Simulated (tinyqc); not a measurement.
Wafer bonding and layer transfer: bond energy, gap closing, particles, bonding of dissimilar wafers and hydrogen blisters: one step, computed by the program tinyqc.

gamma is the energy per area of each of the two surfaces; plates are isotropic, and both wafers have E1 and t1.

Problem. Does a shallow gap close? E' = E1/(1 - nu^2), equal wafers of thickness t1 assumed. A gap of radius R closes if h_g < h_c: h_c = R^2/sqrt((2/3) E' t1^3/gamma) for R > 2 t1 (plate bending), h_c = 3.6 sqrt(R gamma/E') for R < 2 t1 (local deformation).

Inputs (values chosen for the exercise, with wafer 1 close to silicon):

| quantity | value | unit |
|---|---|---|
| Young's modulus E1 | 158 | GPa |
| Poisson ratio nu | 0.25 | - |
| thickness t1 | 625 | micrometre |
| radius of a shallow gap R | 1.6 | mm |
| half height of the gap h_g | 15 | nm |

bond energy gamma = 1.633192 J/m^2

Give: closable height h_c; h_g/h_c.

Solution.

closable height h_c = 624.7 nm

h_g/h_c = 0.02401

The gap closes.
